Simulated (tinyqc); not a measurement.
Choosing the offset: vacuum evaporation: vapour pressure, source flux, thickness distribution, purity and step coverage. Computed by tinyqc, a small Python program. Command: `OMP_NUM_THREADS=1 python tinyqc.py 3112626 3112627 out.jsonl evap walk`. One thread of a shared host (Intel(R) Xeon(R) Processor @ 2.30GHz), about 0.01 s of CPU time with the checks.

Molecular flow, unit sticking of the metal, no re-evaporation. The background gas is taken as water vapour (18.015 g/mol, collision diameter 0.37 nm) at 300 K.

Inputs (values chosen for the exercise, modelled on aluminium, with constants for the liquid): directionality n = 2; source-to-wafer distance h = 50 cm; wafer radius R = 5 cm.

Method. Rotating wafer, source offset by s and facing upwards: thickness at radius r is the mean over the angle a of (1 + (r^2 + s^2 - 2 r s cos a)/h^2)^(-(n + 3)/2), by 360 equal steps; non-uniformity (max - min)/(max + min) over 21 radii from 0 to R. The curvature at the centre vanishes at s/h = sqrt(2/(n + 3)).

Against the offset:
```
s/h,centre thickness,edge over centre,non-uniformity (%)
0.0,1.0000,0.9754,1.2437
0.2,0.9066,0.9795,1.0373
0.4,0.6900,0.9889,0.5605
0.5,0.5724,0.9939,0.3051
0.6,0.4636,0.9985,0.0737
0.7,0.3690,1.0024,0.1204
0.8,0.2903,1.0055,0.2730
0.9,0.2269,1.0077,0.3859
1.1,0.1377,1.0103,0.5146
```

What follows from these numbers?

The best row, s/h = 0.6, has 0.074 % against 1.2 % on the axis, at the price of a rate lower by a factor 2.16; the small-wafer optimum is sqrt(2/(n + 3)) = 0.63.

Extremes, crossings and ranges named in words are read from the listed rows.
